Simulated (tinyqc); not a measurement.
Ways to reach the isolated limit: finite-size error of a charged defect in a periodic cell: Madelung and Makov-Payne terms. Computed by tinyqc, a small Python program. Command: `OMP_NUM_THREADS=1 python tinyqc.py 3022403 3022404 out.jsonl imagecharge walk`. One thread of a shared host (Intel(R) Xeon(R) Processor @ 2.30GHz), about 0.03 s of CPU time with the checks.

L is the cube root of the cell volume. The defect charge is a Gaussian, rho(r) = q (2 pi sigma^2)^(-3/2) exp(-r^2/2 sigma^2), repeated periodically in a uniform neutralising background and screened by a continuum. The model cell energy is E(L) = E_0 + [periodic - isolated electrostatic energy].

Inputs (values chosen for the exercise, for a model uniaxial host):

| quantity | value | unit |
|---|---|---|
| charge q | -1 | e |
| cell length L | 13.1 | angstrom |
| dielectric constant eps_xy | 12.5 | - |
| dielectric constant eps_z | 6.77 | - |
| axis ratio c/a | 0.832 | - |
| width sigma of the defect charge | 1.6 | angstrom |
| formation energy of the isolated defect E_0 | 5.647 | eV |

Supercell lattice: tetragonal. Screening: uniaxial.

scatter added to the six cells, standing for numerical noise (meV): -0.74  2.4  -2.6  -0.83  -2.2  1.7

Constants: e^2/(4 pi eps_0) = 14.39964548 eV angstrom.

Method:
- Cell vectors: (1,0,0), (0,1,0), (0,0,c/a), scaled to volume L^3.
- Ewald sum for a unit point charge: scale each Cartesian component of the cell by 1/sqrt(eps_i), giving R', G' and V'; E = [ (1/2) sum erfc(eta R')/R' + (2 pi/V') sum exp(-G'^2/4 eta^2)/G'^2 - eta/sqrt(pi) - pi/(2 V' eta^2) ] e^2/(4 pi eps_0) / sqrt(eps_x eps_y eps_z), over n_i = -6..6, omitting n = (0,0,0), eta = 2/V'^(1/3). alpha = -2 E eps_g L/(e^2/(4 pi eps_0)), eps_g = (eps_x eps_y eps_z)^(1/3).
- Periodic energy of the Gaussian: (2 pi q^2/V) sum_(G != 0) exp(-sigma^2 G^2)/(G.eps.G) x e^2/(4 pi eps_0), n_i = -k..k with k = max(9, L/sigma rounded up). Isolated energy: q^2/(2 sqrt(pi) sigma) <1/(n.eps.n)> e^2/(4 pi eps_0), the mean over directions n (64 Gauss-Legendre points in cos(theta)).
- Cells of the same shape with L scaled by 0.7, 0.85, 1, 1.25, 1.5 and 2; the scatter is added to E(L).
- The point-charge correction scales as 1/L from its value at the input L.
- Least-squares fits of E(L) to a + b/L, a + c/L^3 or a + b/L + c/L^3; the estimate is a, and errors are against E_0.

Scaling data:

| L (angstrom) | 1/L (1/angstrom) | E(L) (eV) | E(L) + point-charge correction (eV) |
|---|---|---|---|
| 9.170 | 0.109051 | 5.45820 | 5.67571 |
| 11.135 | 0.089807 | 5.48656 | 5.66568 |
| 13.100 | 0.076336 | 5.50207 | 5.65432 |
| 16.375 | 0.061069 | 5.52941 | 5.65121 |
| 19.650 | 0.050891 | 5.54620 | 5.64771 |
| 26.200 | 0.038168 | 5.57379 | 5.64992 |

point-charge correction -q^2 E = 0.152255 eV

nearest image = 11.5883 angstrom

Estimates of E_0:

| way | estimate (eV) | error (meV) |
|---|---|---|
| largest cell, uncorrected | 5.5738 | -73.206 |
| largest cell, point-charge term | 5.6499 | 2.922 |
| 1/L fit, three smallest | 5.6061 | -40.887 |
| 1/L fit, all six | 5.6296 | -17.376 |
| 1/L^3 fit, all six | 5.5566 | -90.397 |
| 1/L and 1/L^3, three smallest | 5.5492 | -97.783 |
| 1/L and 1/L^3, all six | 5.6503 | 3.277 |
| corrected data, 1/L^3 fit | 5.6464 | -0.641 |

coefficient b of the full fit = -2.0816 eV angstrom

What follows from these numbers?

Best here: corrected data, 1/L^3 fit (-0.6 meV); worst: 1/L and 1/L^3, three smallest (-98 meV). The fitted b is 104.4 % of the Madelung value -q^2 alpha e^2/(8 pi eps_0 eps_g), so such a fit also measures the screening. A pure 1/L fit lands below E_0, because the positive 1/L^3 term flattens the small-cell points.

Extremes, crossings and ranges named in words are read from the listed rows.
